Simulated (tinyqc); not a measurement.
Worked calculation: deep-level transient spectroscopy (DLTS) of one majority-carrier trap. Computed by tinyqc, a small Python program that keeps every step. Command: `OMP_NUM_THREADS=1 python tinyqc.py 3003340 3003341 out.jsonl dlts walk`. One thread of a shared host (Intel(R) Xeon(R) Processor @ 2.30GHz), about 0.06 s of CPU time with the checks. Intermediate numbers are printed to about 6 digits and carried at full precision; extremes and crossings named in words are read from the listed rows.

A filling pulse loads the traps in a one-sided junction; under reverse bias they empty at the rate e, and the capacitance relaxes as C(t) = C_0 - dC exp(-e t). The signal is S = [C(t_2) - C(t_1)]/dC.

Inputs (values chosen for the exercise, with mass and screening modelled on ZnSe):
```
quantity                    value   unit
density-of-states mass m    0.146    m_0
valleys M                       1      -
trap depth E_t              0.142     eV
cross-section sigma_0       4e-16   cm^2
degeneracy ratio g              1      -
gate time t_1              0.0002      s
ratio t_2/t_1                   2      -
temperature T                  65      K
doping N                  3.1e+15  cm^-3
trap density N_t          1.5e+14  cm^-3
dielectric constant eps      9.44      -
built-in voltage V_b          1.1      V
reverse bias V_r              1.6      V
diode area                 0.0021   cm^2
mean field F                28000   V/cm
```

Carriers: electrons. Extra term: Poole-Frenkel lowering.

Constants: k_B = 8.617333262e-05 eV/K; k_B = 1.380649e-23 J/K; m_0 = 9.1093837015e-31 kg; h = 6.62607015e-34 J s; e = 1.602176634e-19 C; eps_0 = 8.8541878128e-12 F/m.

## Emission rate at T

e = g sigma v N_b exp(-E/k_B T), v = sqrt(3 k_B T/m), N_b = 2 M (2 pi m k_B T/h^2)^(3/2), sigma = sigma_0, E = E_t - dE with the one-dimensional Poole-Frenkel lowering dE = sqrt(e^3 F/(pi eps eps_0)), F being held as an input apart from the bias (the centre is charged when empty).

thermal velocity v = 1.42278e+07 cm/s

N_b = 1.41185e+17 cm^-3

sigma = 4.00e-16 cm^2

E = 0.100667 eV

emission rate e = 12.5829 1/s

## Rate window and signal

S(e) = exp(-e t_1) - exp(-e t_2) peaks at the rate window e_0 = ln(t_2/t_1)/(t_2 - t_1).

rate window e_0 = 3465.74 1/s

peak height S_max = 0.25

signal at T = 0.00250710

At this T the trap empties slower than the window, by a factor 275: the point lies on the low-temperature side of the peak.

## Peak temperature and width

T_p solves e(T) = e_0 (bisection between 15 and 1500 K); the half-height points solve S = S_max/2 on either side.

peak temperature T_p = 89.8514 K

lower half-height point = 81.7548 K

upper half-height point = 96.3694 K

full width = 14.6145 K

The width is 16.3 % of T_p, and E_t is 18.3 k_B T_p.

## Peaks for six windows

t_1 is scaled by 0.1, 0.3, 1, 3, 10 and 30 at fixed t_2/t_1; each T_p by bisection.

Arrhenius data:
```
t_1 (s)    e_0 (1/s)  T_p (K)  1/(k_B T_p) (1/eV)  ln(e_0/T_p^2)
0.00002  3.46574e+04  105.929             109.549        1.12772
0.00006  1.15525e+04   97.644             118.845        0.19199
0.00020  3.46574e+03   89.851             129.152       -0.84563
0.00060  1.15525e+03   83.693             138.655       -1.80225
0.00200  3.46574e+02   77.797             149.164       -2.86012
0.00600  1.15525e+02   73.063             158.830       -3.83315
```

## Arrhenius fit

Least squares of ln(e_0/T_p^2) on 1/(k_B T_p): slope -E_a, intercept ln(gamma sigma_a) with gamma = v N_b/T^2 = sqrt(3 k_B/m) 2 M (2 pi m k_B/h^2)^(3/2). For comparison, the slope of ln e_0 alone.

apparent depth E_a = 0.100667 eV

intercept = 12.1557

gamma = 4.75446e+20 cm^-2 s^-1 K^-2

apparent cross-section = 4.00000e-16 cm^2

slope without T^2 = 0.115710 eV

The apparent depth is 0.1007 eV against E_t = 0.142 eV, and the apparent cross-section is 1.000 times sigma_0: the field lowers the slope, so the depth must be extrapolated to zero field against sqrt(F). Leaving out the T^2 factor overstates the slope by 15 meV, about 2 k_B T_p.

## Signal size and trap density

W = sqrt(2 eps eps_0 (V_b + V_r)/(e N)), C_0 = eps eps_0 area/W. The pulse goes to zero bias, W_0 = W(V_r = 0). Traps within lambda = sqrt(2 eps eps_0 (E_t - E_F)/(e^2 N)) of the depletion edge stay filled, with E_F = k_B T_p ln(N_b/N) from the band, N_b = 2 M (2 pi m k_B T_p/h^2)^(3/2) (dopants taken as fully ionised). dC = C_0 (N_t/2N) f, f = [(W - lambda)^2 - max(W_0 - lambda, 0)^2]/W^2. The simple estimate is 2 N dC/C_0.

depletion width W = 0.953282 micrometre

C_0 = 18.4128 pF

lambda = 0.191249 micrometre

f = 0.447457

transient amplitude dC = 199.329 fF

simple estimate of N_t = 6.71185e+13 cm^-3

The simple estimate finds 45 % of the traps.

Checks made by the program: the maximum of S(T) on a fine grid against T_p (relative difference below 1e-10).
